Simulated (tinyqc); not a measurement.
Deep-level transient spectroscopy: one step of the calculation.

Schottky contact on an n-type layer with shallow donors Nd (all ionised) and a donor-like deep trap, neutral when filled and positive when empty; depletion approximation. Traps within lam of the depletion edge stay filled. A long pulse to Vp fills the traps beyond x1 = Wp - lam; back at Vr those between x1 and x2 = Wr - lam emit. A rate window reads S = C(t2) - C(t1).

Question. The transient. W(t)^2 = Wr^2 + (Nt/Nd)(x2^2 - x1^2) exp(-en t), C = eps0 eps_r/W; for small Nt, dC/C = -(Nt/2 Nd) G exp(-en t) with G = (x2^2 - x1^2)/Wr^2. S = C(t2) - C(t1).

Inputs (values chosen for the exercise); material values close to those of silicon:
- eps_r = 11.9 (relative permittivity)
- Nd = 7.6e14 cm^-3 (shallow donor density)
- Nt = 1.1e13 cm^-3 (trap density)
- t1 = 1 ms (first sampling time)
- t2 = 5 ms (second sampling time)

Constants: eps0 = 8.8541878128e-14 F/cm where lengths are in cm. Results are converted to the units shown.

t, sample 0 to 6 (ms): 0  0.5  1  3  5  10  25
en = 86.642077 1/s
Wr = 2364.6228 nm
G = (x2^2 - x1^2)/Wr^2 = 0.56490078

Give: C; C - C(final); S.

Answer.

```
sample	C (nF/cm^2)	C - C(final) (pF/cm^2)
0	4.4378	-18.105
1	4.4385	-17.342
2	4.4393	-16.611
3	4.4419	-13.981
4	4.4441	-11.765
5	4.4482	-7.639
6	4.4538	-2.087
```

S = 4.8459 pF/cm^2

tinyqc, about 0.01 s, one thread, Intel Xeon 2.30GHz (shared host): `OMP_NUM_THREADS=1 python tinyqc.py 2050125 2050126 out.jsonl`
